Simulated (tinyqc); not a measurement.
Inside a calculation. Model: precursor delivery by bubblers, mass-transport growth and the solid composition of a III-V alloy. Computed by tinyqc, a small Python program that keeps every step. Command: `OMP_NUM_THREADS=1 python tinyqc.py 3031933 3031934 out.jsonl movpe_thermo walk`. One thread of a shared host (Intel(R) Xeon(R) Processor @ 2.30GHz), about 0.01 s of CPU time with the checks. Intermediate numbers are printed to about 7 digits and carried at full precision; extremes and crossings named in words are read from the listed rows.

1 sccm = 44.615 micromol/min; 1 torr = 133.322 Pa. The sources decompose fully at the surface.

Inputs (values chosen for the exercise, modelled on triethylgallium (source 1) and trimethylindium (source 2) for the vapour pressures):

| quantity | value | unit |
|---|---|---|
| bath temperature T1 | 287 | K |
| bath temperature T2 | 296 | K |
| bubbler pressure p_b | 400 | torr |
| carrier flow F1 | 54 | sccm |
| carrier flow F2 | 37 | sccm |
| total flow F_t | 12 | slm |
| group-V flow F_V | 36 | sccm |
| reactor pressure p | 100 | torr |
| growth temperature T | 1040 | K |
| diffusivity at 273 K and 760 torr | 0.41 | cm^2/s |
| flow cross-section A | 73 | cm^2 |
| distance from the leading edge z | 5.8 | cm |
| lattice constant a | 5.91 | angstrom |
| interaction L0 of the solid | 13.7 | kJ/mol |
| log10 of p_B,eq over pure BC at 1000 K and 1 torr of group V (exaggerated: liquid indium has about -4.1) | -2.4 | log10 torr |
| enthalpy of that equilibrium H | 318 | kJ/mol |

Alloy: mixing on the group-III sites, with desorption of B.

constants a, b of source 1 (log10 torr, K): 8.075  2162

constants a, b of source 2 (log10 torr, K): 10.5  3014

Constants: k_B = 1.380649e-23 J/K; R = 8.314462618 J/(mol K).

## Bubblers

log10 p_v = a - b/T_bath; molar flow = F x 44.615 x p_v/(p_b - p_v) for a saturated bubbler.

vapour pressure 1 = 3.482563 torr

molar flow 1 = 21.15979 micromol/min

vapour pressure 2 = 2.077627 torr

molar flow 2 = 8.618900 micromol/min

One kelvin of bath error changes flow 1 by 6.1 % and flow 2 by 8.0 %.

## Partial pressures in the reactor

p_i = p n_i/(44615 F_t), F_t in slm; p_V = p F_V/(1000 F_t), counted per molecule supplied; V/III = 44.615 F_V/(n1 + n2); vapour fraction of source 2 = n2/(n1 + n2).

p_1 = 0.003952293 torr

p_2 = 0.001609866 torr

p_V = 0.3 torr

V/III ratio = 53.93589

vapour fraction of source 2 = 0.2894318

## Mass transport

Mean velocity u = (F_t/A)(760/p)(T/273); D = D0 (T/273)^1.75 (760/p); boundary layer delta = sqrt(pi D z/u); flux = D dp/(delta k_B T); growth rate = flux x a^3/4.

velocity u = 79.32159 cm/s

D = 32.36839 cm^2/s

boundary layer delta = 2.726803 cm

growth rate per torr of group III = 204.7658 micrometre/(h torr)

Caution: the boundary layer is a quarter or more of the root of the cross-section, so it fills much of the channel and depletion along the flow matters.

## Solid composition

A sticks fully. B desorbs: its surface pressure is p_B* = x gamma_B K/sqrt(p_V), ln gamma_B = L0 (1 - x)^2/(R T), K = 10^(log10 K at 1000 K) exp[-(H/R)(1/T - 1/1000)], p_V in torr. With equal diffusivities x = (p_2 - p_B*)/(p_1 + p_2 - p_B*). Growth rate = rate per torr x p_1/(1 - x).

K/sqrt(p_V) = 0.03164439 torr

solid fraction x = 0.01050331

share of B incorporated, 1 - p_B*/p_2 = 0.02605981

growth rate = 0.8178852 micrometre/h

Only 3 % of the B supplied is built in; more group V or a lower T would raise it.

## Incorporation against temperature

A sticks fully. B desorbs: its surface pressure is p_B* = x gamma_B K/sqrt(p_V), ln gamma_B = L0 (1 - x)^2/(R T), K = 10^(log10 K at 1000 K) exp[-(H/R)(1/T - 1/1000)], p_V in torr. With equal diffusivities x = (p_2 - p_B*)/(p_1 + p_2 - p_B*).

At fixed flows:

| T (K) | K/sqrt(p_V) (torr) | x | share of B incorporated, 1 - p_B*/p_2 |
|---|---|---|---|
| 839 | 4.720692e-06 | 0.2889612 | 0.9977130 |
| 876 | 3.237509e-05 | 0.2863316 | 0.9849909 |
| 909 | 1.579730e-04 | 0.2747478 | 0.9300467 |
| 934 | 4.871839e-04 | 0.2451421 | 0.7972824 |
| 962 | 1.604411e-03 | 0.1596970 | 0.4665738 |
| 989 | 4.750004e-03 | 0.0654951 | 0.1720627 |
| 1021 | 1.596177e-02 | 0.0203389 | 0.0509695 |
| 1067 | 8.025043e-02 | 0.0042934 | 0.0105859 |

x equals the vapour fraction 0.289 while gamma_B K/sqrt(p_V) is small against p_1 + p_2 = 0.0056 torr and falls once it is not. Between the last rows the apparent energy R d ln x/d(1/T) is 306 kJ/mol, against H = 318.

Checks made by the program: the sensitivity to the bath against a difference (relative difference below 1e-10).
